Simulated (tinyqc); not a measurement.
# Changing the total dopant density N

Model: dopants and charged point defects at anneal temperature: Fermi-level effect, clustering and pairing. Computed by tinyqc, a small Python program. Command: `OMP_NUM_THREADS=1 python tinyqc.py 3006019 3006020 out.jsonl pairing sweep`. One thread of a shared host (Intel(R) Xeon(R) Processor @ 2.30GHz), about 0.02 s of CPU time with the checks.

Boltzmann statistics and full ionisation of active dopants. Energies are counted from the valence band; the defect (a vacancy or self-interstitial) has five charge states, with all degeneracy factors one.

Inputs (values chosen for the exercise, with bands modelled on GaAs):
```
quantity,value,unit
gap at 0 K E_g0,1.51,eV
Varshni alpha,0.000532,eV/K
Varshni beta,202,K
electron mass m_e,0.0652,m_0
valleys M_c,1,-
hole mass m_h,0.531,m_0
anneal temperature T,880,K
formation enthalpy of the neutral defect H_f,2.65,eV
formation entropy S_f,4.9,k_B
site density N_s,4.1e+22,cm^-3
intrinsic dopant diffusivity D_i,1.5e-16,cm^2/s
anneal time t,5000,s
dopant atoms per cluster k,4,-
cluster binding energy E_b,1.89,eV
```

Dopant: donor. Second part: clustering of the dopant.

defect levels as fractions of E_g(T): (2+/+), (+/0), (0/-), (-/2-): [0.14, 0.25, 0.6, 0.62]

Constants: m_0 = 9.1093837015e-31 kg; k_B = 1.380649e-23 J/K; h = 6.62607015e-34 J s; k_B = 8.617333262e-05 eV/K.

Method:
- E_g = E_g0 - alpha T^2/(T + beta).
- N_c = 2 M_c (2 pi m_e k_B T/h^2)^(3/2) and N_v = 2 (2 pi m_h k_B T/h^2)^(3/2), masses in units of m_0.
- n_i = sqrt(N_c N_v) exp(-E_g/2 k_B T); E_i = E_g/2 + (k_B T/2) ln(N_v/N_c).
- n = A/2 + sqrt(A^2/4 + n_i^2) for an active density A.
- k ionised dopants and k carriers form one neutral cluster: C = N_s (A/N_s)^k (n/N_b)^k exp(E_b/k_B T), N_b the effective density of states of the majority band, and N = A + k C (60 bisections in ln A between ln N - 90 and ln N).
- chi = n/n_i (for acceptors n_i/p); E_F = E_i + k_B T ln chi; field enhancement h = 1 + A/sqrt(A^2 + 4 n_i^2).
- C_0 = N_s exp(S_f/k_B) exp(-H_f/k_B T). Ratios to the neutral state at E_F = E_i: r_+ = exp((E(+/0) - E_i)/k_B T), r_2+ = r_+ exp((E(2+/+) - E_i)/k_B T), r_- = exp((E_i - E(0/-))/k_B T), r_2- = r_- exp((E_i - E(-/2-))/k_B T); at other E_F state q scales as chi^(-q). The enhancement is sum r_q chi^(-q)/sum r_q. The charge on the defects is left out of neutrality.
- If every charge state of the defect carries the dopant equally well, D = D_i x enhancement x h x (active share A/N, a rough stand-in that overstates the dA/dN which immobile clusters call for), D_i being an input held fixed when T or H_f is moved; diffusion length 2 sqrt(D t).

One run for each value:
```
total dopant density N (cm^-3),active density A (cm^-3),enhancement over intrinsic,D/D_i,E_F (eV),mean charge (e)
1.00e+17,1.0000e+17,9.1791e+01,1.8295e+02,0.8987,-1.9249
9.00e+17,8.9991e+17,6.9118e+03,1.3822e+04,1.0650,-1.9918
3.00e+18,2.5927e+18,5.7063e+04,9.8632e+04,1.1453,-1.9972
8.00e+18,3.5008e+18,1.0396e+05,9.0980e+04,1.1680,-1.9979
2.00e+19,4.0992e+18,1.4249e+05,5.8409e+04,1.1800,-1.9982
7.00e+19,4.8891e+18,2.0264e+05,2.8306e+04,1.1934,-1.9985
2.00e+20,5.6054e+18,2.6631e+05,1.4928e+04,1.2037,-1.9987
7.00e+20,6.5712e+18,3.6592e+05,6.8701e+03,1.2158,-1.9989
2.00e+21,7.4980e+18,4.7635e+05,3.5717e+03,1.2258,-1.9990
```

Give the missing row, total dopant density N (cm^-3) = 3.00e+17.

Computed row:
```
total dopant density N (cm^-3)  active density A (cm^-3)  enhancement over intrinsic       D/D_i  E_F (eV)  mean charge (e)
3.00e+17                                      3.0000e+17                  7.8134e+02  1.5621e+03    0.9817          -1.9753
```

Interpolating between the two neighbouring rows (the first column on a logarithmic scale, the others too where they are positive) misses most in enhancement over intrinsic, by 1.9 %. Over the rows, active density A (cm^-3) rises from 1.00e17 to 7.50e18 (exponent d ln y / d ln x 1.00 between the first rows and 0.13 between the last); enhancement over intrinsic rises from 91.8 to 476000 (exponent d ln y / d ln x 1.9 between the first rows and 0.25 between the last); D/D_i goes from 183 through a maximum among these rows, 98600 at 3.00e18, to 3570. At the low end the exponent of active density A is 1.00, close to 1: no clustering. Once clusters hold most of the dopant and A exceeds n_i, the exponent of A tends to 1/(2k) = 0.125; between the last rows it is 0.126.

Caution (rows 3.00e17, 9.00e17, 3.00e18, 8.00e18, 2.00e19, 7.00e19, 2.00e20, 7.00e20, 2.00e21): so large an enhancement assumes that highly charged defects carry the dopant as well as neutral ones; measured enhancements are far smaller. Caution (rows 3.00e18, 8.00e18, 2.00e19, 7.00e19, 2.00e20, 7.00e20, 2.00e21): the carrier density exceeds the effective density of states, where Boltzmann statistics understate the shift of E_F and so the density of charged defects (gap narrowing, also left out, works the other way).

Extremes, crossings and ranges named in words are read from the listed rows.
